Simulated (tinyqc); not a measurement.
# Capacitance measurement on a leaky thin oxide: effects of series resistance and leakage, step by step

Computed by the program tinyqc: `OMP_NUM_THREADS=1 python tinyqc.py 2022130 2022131 out.jsonl`, one thread of a shared Intel Xeon 2.30GHz, about 0.01 s for the whole run. Printed values are rounded.

The device is a capacitance C in parallel with a leakage conductance G, in series with Rs and Ls. An impedance meter reports either a parallel pair (Cp, Gp) from Y = 1/Z = Gp + i w Cp or a series pair (Cs, Rm) from Z = Rm + 1/(i w Cs); w = 2 pi f, dissipation D = Gp/(w |Cp|).

Values chosen for this exercise; values of the order met in thin-oxide MOS capacitors:
- eox = 3.9 (relative permittivity of the gate insulator (close to silicon dioxide))
- tox = 1.4 nm (insulator thickness)
- A = 2500 um^2 (gate area)
- zc = 0.32 nm (oxide-equivalent thickness added by the accumulation layer)
- zp = 0 nm (oxide-equivalent thickness added by gate depletion)
- Jg = 0.1 A/cm^2 (gate leakage current density, not matched to the thickness)
- Vs = 0.31 V (voltage for an e-fold rise of the leakage)
- Rs = 130 ohm (series resistance)
- Ls = 0 nH (series inductance)
- f = 1e6 Hz (measuring frequency)

Constants: eps0 = 8.8541878128e-14 F/cm where lengths are in cm. Results are converted to the units shown.

## True capacitance and conductance

EOT = 3.9 tox/eox; CET = EOT + zc + zp; C = 3.9 eps0 A/CET; G = Jg A/Vs.

EOT = 1.4 nm
CET = 1.72 nm
C = 50.19089 pF
G = 8.064516 uS

## What the meter reports

Z = Rs + i w Ls + 1/(G + i w C).

Z = 211.037-3168.920i ohm
Cp = 50.00195 pF
Gp = 20.92255 uS
Cs = 50.22371 pF
D = 0.06659596

Cp is 0.38 % below C and Cs is 0.065 % above it; G Rs = 0.00105, w C Rs = 0.0410 and G/(w C) = 0.0256.
